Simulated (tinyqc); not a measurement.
# One-sided p+-n junction, ionisation integral and breakdown: two studies

A p+ layer at x < 0 and an n drift layer from x = 0. Depletion approximation, built-in voltage neglected. Local ionisation coefficients alpha_n = an exp(-(bn/E)^mx), alpha_p = ap exp(-(bp/E)^mx). Electrons move towards +x, holes towards x = 0.

Parameters, values chosen for the exercise; material values close to those of gallium nitride: relative permittivity eps_r = 9.59; prefactor of the electron ionisation coefficient an = 2.71e8 1/cm; field constant for electrons bn = 3.28e7 V/cm; prefactor of the hole ionisation coefficient ap = 1.27e8 1/cm; field constant for holes bp = 2.05e7 V/cm; exponent mx = 1; electron mobility of the drift layer mu = 959 cm^2/(V s); donor density of the drift layer N = 3e15 cm^-3.

Constants: q = 1.602176634e-19 C, eps0 = 8.8541878128e-14 F/cm where lengths are in cm. Results are converted to the units shown.

Each table varies one quantity; the others keep the values above.

## Multiplication against voltage

W = sqrt(2 eps0 eps_r V/(q N)), peak field E0 = q N W/(eps0 eps_r), falling linearly to 0 at W. G(x) = integral from 0 to x of (alpha_n - alpha_p); I_n = integral of alpha_n exp(-G) (electrons injected at x = 0), I_p = integral of alpha_p exp(G(end) - G) (holes injected at the far edge); M = 1/(1 - I). Integrals on a fine grid; BV is where I_n = 1. Here BV = 4564.57 V; the Miller exponent is n = ln(1 - 1/M)/ln(V/BV).

Result of one run:
```
V (V)  E0 (kV/cm)    I_n    I_p   M_n   M_p  Miller n, electrons  Miller n, holes
4200       2.18e3  0.117  0.975  1.13  40.5                 25.7            0.300
```

What becomes of these results when the reverse voltage V is changed from 4200 to 1830 V, all else the same?

Result of the changed run:
```
V (V)  E0 (kV/cm)      I_n     I_p   M_n   M_p  Miller n, electrons  Miller n, holes
1830       1.44e3  3.56e-6  0.0130  1.00  1.01                 13.7             4.75
```

The whole series:
```
V (V)  E0 (kV/cm)      I_n     I_p   M_n   M_p  Miller n, electrons  Miller n, holes
1830       1.44e3  3.56e-6  0.0130  1.00  1.01                 13.7             4.75
2280       1.61e3  4.82e-5  0.0683  1.00  1.07                 14.3             3.87
2740       1.76e3  3.72e-4   0.227  1.00  1.29                 15.5             2.90
3200       1.90e3  0.00211   0.509  1.00  2.04                 17.4             1.90
3650       2.03e3   0.0109   0.798  1.01  4.95                 20.2             1.01
3930       2.11e3   0.0335   0.917  1.03  12.0                 22.7            0.582
4200       2.18e3    0.117   0.975  1.13  40.5                 25.7            0.300
4380       2.23e3    0.313   0.992  1.46   133                 28.1            0.183
4500       2.26e3    0.653   0.998  2.88   540                 29.9            0.130
```

M_n rises from 1.000 to 2.88 and M_p from 1.013 to 540; both diverge at BV. The Miller exponent for electrons rises from 13.7 to 29.9 and that for holes falls from 4.75 to 0.130, so one exponent describes neither over the whole range. The larger multiplication belongs to holes, whose coefficient at the peak field of the last row is 109 times the other.

## Effect of the drift doping

Same model as above.

Specific on-resistance Ron = W/(q mu N) with constant mobility and full ionisation.

Effect of the drift doping:
```
N (cm^-3)  BV (V)  E0 at BV (kV/cm)  W at BV (um)  Ron (mohm cm^2)  BV^2/Ron (MW/cm^2)  eps0 eps_r mu E0^3/4 (MW/cm^2)
2.5e14     3.72e4            1.87e3           397           1.03e3              1.34e3                          1.34e3
4.8e14     2.13e4            1.97e3           217              294              1.55e3                          1.55e3
9.2e14     1.23e4            2.07e3           119             84.2              1.79e3                          1.79e3
1.8e15     6.99e3            2.18e3          64.2             23.2              2.11e3                          2.11e3
3.4e15     4.11e3            2.30e3          35.8             6.85              2.47e3                          2.47e3
6.5e15     2.41e3            2.43e3          19.8             1.98              2.92e3                          2.92e3
1.3e16     1.36e3            2.59e3          10.5            0.528              3.53e3                          3.53e3
2.4e16        830            2.74e3          6.06            0.164              4.20e3                          4.20e3
```

What does the table show?

BV falls from 37200 to 830 V while the critical field rises from 1870 to 2740 kV/cm. BV goes as N^(-0.85) between the first two rows and N^(-0.81) between the last two (a coefficient proportional to E^7 gives -0.75 without punch-through). Ron goes as BV^(2.30) over the table; the last two columns agree since BV = E0 W/2 and N = eps0 eps_r E0/(q W).

Computed by the program tinyqc: `OMP_NUM_THREADS=1 python tinyqc.py 2120020 2120021 out.jsonl`, one thread of a shared Intel Xeon 2.30GHz, about 0.07 s for the whole run.
